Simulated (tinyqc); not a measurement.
# Hot carriers by balance equations with a heated Maxwellian, step by step

A worked calculation. Computed by tinyqc, a small Python program that keeps every step. Command: `OMP_NUM_THREADS=1 python tinyqc.py 3007972 3007973 out.jsonl hot walk`. One thread of a shared host (Intel(R) Xeon(R) Processor @ 2.30GHz), about 0.01 s of CPU time with the checks. Intermediate numbers are printed to about 5 digits and carried at full precision; extremes and crossings named in words are read from the listed rows.

The carriers follow a Maxwellian at an electron temperature T_e, slightly displaced; the drift energy is neglected against k_B T_e. The balance averages the rate, not the time, so mu_0 lies below the relaxation-time value.

Inputs (values chosen for the exercise, for a model non-polar semiconductor): effective mass m = 0.179 m_0; density rho = 3760 kg/m^3; sound velocity v_l = 5280 m/s; acoustic deformation potential D_A = 11 eV; phonon energy hbar w = 47.5 meV; optical or intervalley deformation potential D_o = 7.4 1e8 eV/cm; final valleys Z_f = 3; lattice temperature T = 400 K; electric field F = 4.2 kV/cm; mixing = 0.3; iteration cap = 300.

Band: parabolic. Solver: damped fixed point.

Constants: k_B = 8.617333262e-05 eV/K; k_B = 1.380649e-23 J/K; e = 1.602176634e-19 C; hbar = 1.054571817e-34 J s; m_0 = 9.1093837015e-31 kg; hbar = 6.582119569e-16 eV s.

## Equilibrium values

Parabolic band: E = hbar^2 k^2/(2 m), speed v = hbar k/m, states per spin, volume and energy g(E) = m k/(2 pi^2 hbar^2). Masses are multiplied by m_0 and all formulas are in SI units. Phonon occupation N_q = 1/(exp(hbar w/(k_B T)) - 1). Acoustic deformation potential (elastic, equipartition, absorption and emission together): 1/tau = 2 pi k_B T D_A^2 g(E)/(hbar rho v_l^2). Optical or intervalley deformation potential: 1/tau = (pi Z_f D_o^2/(rho w)) [N_q g(E + hbar w) + (N_q + 1) g(E - hbar w)], with g = 0 below the band edge. Averages over the Maxwellian, <y> = int y x^(1/2) exp(-x) dx / int x^(1/2) exp(-x) dx with x = E/(k_B T_e), split at x_0 = hbar w/(k_B T_e): 64 Gauss-Legendre points in sqrt(x) below it and 128 in sqrt(x - x_0) above it, up to x = 32. Momentum balance: mu(T_e) = e/(m nu), nu = <x (sum of rates)>/<x>. Power lost per carrier: P(T_e) = hbar w <emission rate - absorption rate> + <(2 m v_l^2/(k_B T)) (E - 2 k_B T) acoustic rate>. Energy relaxation time at weak heating: tau_E = (3/2) k_B / (dP/dT_e), the derivative by a central difference of +/- 0.5 K at T_e = T.

low-field mobility mu_0 = 1396.3 cm^2/(V s)

energy relaxation time tau_E = 0.95856 ps

tau_E is 6.75 times the momentum relaxation time m mu_0/e: energy is lost more slowly than direction, which is why carriers heat.

## Balance functions

The field that sustains T_e follows from e mu F^2 = P.

Against the electron temperature:
```
T_e (K)  mu (cm^2/(V s))  P optical (1e9 eV/s)  P acoustic (1e9 eV/s)  F (kV/cm)  drift velocity (1e7 cm/s)
440               1313.4                  5.31             3.9143e-02      2.018                    0.26510
520               1183.0                 15.57             1.2766e-01      3.643                    0.43092
640               1043.5                 29.85             2.8325e-01      5.373                    0.56072
800                916.4                 46.86             5.2780e-01      7.192                    0.65900
1200               731.1                 81.72             1.2928e+00     10.656                    0.77903
2000               556.9                132.73             3.3381e+00     15.631                    0.87048
3200               436.5                187.96             7.3892e+00     21.155                    0.92343
4800               354.8                243.95             1.4221e+01     26.974                    0.95710
```

Optical phonons take 99 % of the power in the first row and 94 % in the last. The velocity grows as F^0.82 at first and as F^0.15 at the end, so it levels off; if optical phonons alone set both balances the limit at high T_e would be sqrt(3 hbar w tanh(hbar w/2 k_B T)/(4 m)) = 1.45 in the same unit. Rows above 1400 K (k_B T_e > 0.12 eV) stretch the parabolic band.

## First iteration

Fixed point: T_out = T + (T_e - T) e mu(T_e) F^2/P(T_e), T_new = T_e + mixing (T_out - T_e). Start at T_e = 1.5 T.

mu at the start = 1084.4 cm^2/(V s)

P at the start = 2.5468e+10 eV/s

new T_e = 585.07 K

## The whole iteration

Start at T_e = 1.5 T; stop when T_e moves by less than 1e-6 K or exceeds 1e6 K.

Course of the iteration:
```
iteration  T_e (K)  mu (cm^2/(V s))    step (K)
1           600.00           1084.4  1.4932e+01
2           585.07           1101.0  1.0002e+01
3           575.07           1112.5  6.6833e+00
4           568.38           1120.4  4.4582e+00
5           563.92           1125.8  2.9704e+00
6           560.95           1129.4  1.9774e+00
7           558.98           1131.8  1.3157e+00
...            ...              ...         ...
36          555.05           1136.7  9.4197e-06
37          555.05           1136.7  6.2602e-06
38          555.05           1136.7  4.1604e-06
39          555.05           1136.7  2.7649e-06
40          555.05           1136.7  1.8375e-06
41          555.05           1136.7  1.2212e-06
42          555.05           1136.7  8.1157e-07
```

electron temperature T_e = 555.05 K

Converged in 42 iterations.

## Drift velocity

v = mu(T_e) F; warm-carrier coefficient (mu/mu_0 - 1)/F^2.

mobility mu(T_e) = 1136.7 cm^2/(V s)

drift velocity = 0.47741 1e7 cm/s

mu/mu_0 = 0.81410

(mu/mu_0 - 1)/F^2 = -0.010539 cm^2/kV^2

T_e/T = 1.39; the simple estimate T + (2/3) e mu_0 F^2 tau_E/k_B would give 583 K, close to the result.

Checks made by the program: detailed balance, P(T_e = T) = 0, on the scale of P at 1.1 T (relative difference below 1e-10).
